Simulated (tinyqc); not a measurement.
Worked calculation: three-level Kane dispersion of a narrow-gap semiconductor. Values are carried at full precision from step to step, so a last printed digit may differ when a step is redone from the rounded ones.

Zero of energy at Gamma8, c = hbar^2/2m0, P^2 = Ep c. The free-electron term and remote bands are left out, so the heavy holes are flat at E = 0 and the other three bands obey E (E - Eg)(E + Dso) = P^2 k^2 (E + 2 Dso/3). The conduction band is the highest root; its edge is Ec = max(Eg, 0).

Constants: hbar^2/2m0 = 3.80998211 eV angstrom^2; hbar = 6.58211957e-16 eV s; e^2/(4 pi eps0) = 14.39964547 eV angstrom; muB = 5.788381798e-05 eV/T.

Values chosen for the exercise (near those of GaSb; the results hold for these values, not for the real material):
```
symbol  value    unit        meaning
Eg      0.821    eV          E(Gamma6) - E(Gamma8)
Dso     0.73     eV          spin-orbit splitting
Ep      27.1     eV          Kane energy
k       0.033    1/angstrom  wave vector
n       4.3e+17  cm^-3       electron density
eps     14.6                 high-frequency dielectric constant
B       3.3      T           magnetic field
```

## The three bands at one k

Expand the equation into E^3 + a2 E^2 + a1 E + a0 = 0 and give its roots; compare with the two-level form (Dso to infinity) E = Eg/2 +/- sqrt(Eg^2/4 + (2/3) P^2 k^2).

P^2 k^2 = 0.112440 eV^2

a2, a1, a0: -0.091000  -0.711770  -0.054721

roots (eV): -0.7554  -0.0783  0.9247

two-level form (eV): -0.0829  0.9039

The two-level form misses the highest root by -20.8 meV. The order is normal: Gamma6 forms the conduction band.

## Mass at the edge and limiting velocity

m0* = Eg (Eg + Dso)/(Ep (Eg + 2 Dso/3)). In the two-level form the velocity tends to v = sqrt(2/3) P/hbar, and |Eg| = 2 m v^2 with m = 3 |Eg|/(2 Ep), as for a relativistic particle. 1 angstrom = 1e-10 m.

m0* = 0.03593 m0
P = 10.1612 eV angstrom
v = 1.260e+06 m/s
k at which the linear part sets in, |Eg|/(2 hbar v) = 0.04948 1/angstrom

## Fermi level and mass at a given density

Degenerate electrons at T = 0: kF = (3 pi^2 n)^(1/3), 1 cm^-3 = 1e-24 angstrom^-3; EF is the highest root at kF. The momentum (cyclotron, optical) mass is m(E) = hbar^2 k/(dE/dk) = c d(k^2)/dE with d(k^2)/dE = k^2 [1/E + 1/(E - Eg) + 1/(E + Dso) - 1/(E + 2 Dso/3)]; the density of states is k d(k^2)/dE/(2 pi^2).

Edge mass m0* = Eg (Eg + Dso)/(Ep (Eg + 2 Dso/3)).

Compare EF - Ec with the parabolic value c kF^2/m0*.

kF = 0.02335 1/angstrom
EF - Ec = 0.0546 eV
parabolic value = 0.0578 eV
m(EF) = 0.04022 m0
m(EF)/m0* = 1.119
density of states at EF = 1.249e+19 1/(eV cm^3)

The parabola overstates EF - Ec by a factor of 1.06; (EF - Ec)/|Eg| = 0.07, and the two-level rule 1 + 2 (EF - Ec)/|Eg| = 1.133 estimates the mass ratio.

## Plasma and cyclotron energies

hbar wp = sqrt(8 pi c (e^2/4 pi eps0) n/(eps m)), hbar wc = 2 muB B/m (classical limit), with m = m(EF) and, for comparison, the edge mass; n in angstrom^-3.

hbar wp with m(EF), with m0* (meV): 31.78  33.62

hbar wc with m(EF), with m0* (meV): 9.50  10.63

hbar wc is not small against EF - Ec = 54.6 meV, so fewer than ten Landau levels are filled and the classical value is only a guide.

## Checks

- Roots of the cubic against the 8 x 8 Kane matrix without remote terms: they agree to 1e-10 or better.
- m(E) near the edge against m0*: both 0.03593.

(tinyqc, `OMP_NUM_THREADS=1 python tinyqc.py 1081509 1081510 out.jsonl`, Intel(R) Xeon(R) Processor @ 2.30GHz, 1 thread, shared host, about 0.01 s.)
